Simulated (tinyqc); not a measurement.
From results back to parameters: WKB tunnelling through a gate dielectric with a two-band (Franz) dispersion. Three cases, with inputs chosen for the exercise.

Problem. In the Fowler-Nordheim regime with a parabolic band J/F^2 is proportional to exp(-B/F), B = (4/3) sqrt(m/c) phi^(3/2), c = hbar^2/2m0, 1 V/angstrom = 100 MV/cm. The ratio below was computed from a hidden barrier.

Constants: hbar^2/2m0 = 3.80998211 eV angstrom^2.

Find: B; phi.

Method. B is the logarithm divided by 1/F1 - 1/F2; then phi = (3 B/(4 sqrt(m/c)))^(2/3). The slope fixes only m phi^3, so the mass must be known.

Case 1.

Values chosen (out of a larger set: of the size used for AlN on silicon; not measured data): m = 0.35 m0 (mass at the conduction edge); F1 = 7.7 MV/cm (first field); F2 = 10.5 MV/cm (second field).

ln[(J2/F2^2)/(J1/F1^2)] = 3.12956

Solution.

B = 90.37 MV/cm
phi = 1.710 eV

Case 2.

Values chosen (out of a larger set: of the size used for Al2O3 on silicon; not measured data): m = 0.26 m0 (mass at the conduction edge); F1 = 7.3 MV/cm (first field); F2 = 12.1 MV/cm (second field).

ln[(J2/F2^2)/(J1/F1^2)] = 5.67796

Solution.

B = 104.49 MV/cm
phi = 2.080 eV

Case 3.

Values chosen (out of a larger set: of the size used for SiO2 on silicon; not measured data): m = 0.44 m0 (mass at the conduction edge); F1 = 6 MV/cm (first field); F2 = 11.4 MV/cm (second field).

ln[(J2/F2^2)/(J1/F1^2)] = 20.18971

Solution.

B = 255.74 MV/cm
phi = 3.170 eV

Computed by tinyqc, one run a case: `OMP_NUM_THREADS=1 python tinyqc.py N N+1 out.jsonl` with N = 1481992, 1482059, 1482063; one thread of a shared Intel(R) Xeon(R) Processor @ 2.30GHz, about 0.01 s a run at most.
